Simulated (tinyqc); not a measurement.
# From range of film left across the row back to planarisation length

Model: chemical-mechanical planarisation: Preston law, pattern density and step-height reduction. Computed by tinyqc, a small Python program. Command: `OMP_NUM_THREADS=1 python tinyqc.py 3020389 3020390 out.jsonl cmp inv`. One thread of a shared host (Intel(R) Xeon(R) Processor @ 2.30GHz), about 0.03 s of CPU time with the checks.

A row of 12 cells, repeated periodically, holds raised features that cover a share rho of each cell.

Inputs (values chosen for the exercise, close to those used for copper polishing):

| quantity | value | unit |
|---|---|---|
| Preston coefficient K | 3e-13 | 1/Pa |
| pressure P | 16 | kPa |
| platen and carrier speed | 40 | rpm |
| distance between the centres | 17 | cm |
| initial step height h0 | 730 | nm |
| contact height h_c | 170 | nm |
| film above the raised areas z0 | 1200 | nm |
| cell size | 2 | mm |
| polish time t | 170 | s |

local pattern densities, cell by cell: 0.1  0.2  0.3  0.1  0.1  0.4  0.9  0.1  0.9  0.9  0.1  0.9

Method:
- With equal rotation speeds the relative speed is uniform, v = omega r_c; Preston rate R0 = K P v.
- The stiff pad averages the density: rho_eff(i) = sum_j w_ij rho_j / sum_j w_ij, w = exp(-2 d^2/L^2), L the planarisation length and d the distance between cell centres, summed over all periodic images of cell j.
- While h > h_c only raised areas polish, at R0/rho_eff, until t_c = rho_eff (h0 - h_c)/R0. After that h = h_c exp(-(t - t_c)/tau), tau = rho_eff h_c/R0; low areas polish at R0 (1 - h/h_c) and raised areas at R0 [1 + (1 - rho_eff) h/(rho_eff h_c)]. Removed from raised areas after t_c: h0 - h_c + R0 (t - t_c) + (1 - rho_eff)(h_c - h); from low areas: R0 (t - t_c) - rho_eff (h_c - h). Film left = z0 less the removal from raised areas.

Problem. A run gave the result below. Find the planarisation length, known to lie between 3.4 and 5.9 mm.

range of film left across the row = 341.1964 nm

Solution.

Each step takes the trial c = (a f_b - b f_a)/(f_b - f_a), f being the result less the target and a, b, c the logarithms of the listed values; c replaces end b, the old b replaces a if the sign of f changed, and otherwise f_a is halved.

Scan of the range:

| planarisation length (mm) | range of film left across the row (nm) |
|---|---|
| 3.40 | 395.744 |
| 3.73 | 377.599 |
| 4.09 | 360.323 |
| 4.48 | 343.783 |
| 4.91 | 327.352 |
| 5.38 | 310.744 |
| 5.90 | 293.479 |

False position (Illinois rule, in the logarithm of the input) inside the bracket:

| step | end a | end b | trial | range of film left across the row (nm) |
|---|---|---|---|---|
| 1 | 4.48000 | 4.91000 | 4.54511 | 341.192 |
| 2 | 4.48000 | 4.54511 | 4.54489 | 341.201 |
| 3 | 4.54511 | 4.54489 | 4.54500 | 341.196 |

Range of film left across the row falls at every point of a 13-point scan of the range (every second point is shown), so one value fits; it is bracketed by 4.48 and 4.91. Answer: planarisation length = 4.545 mm.
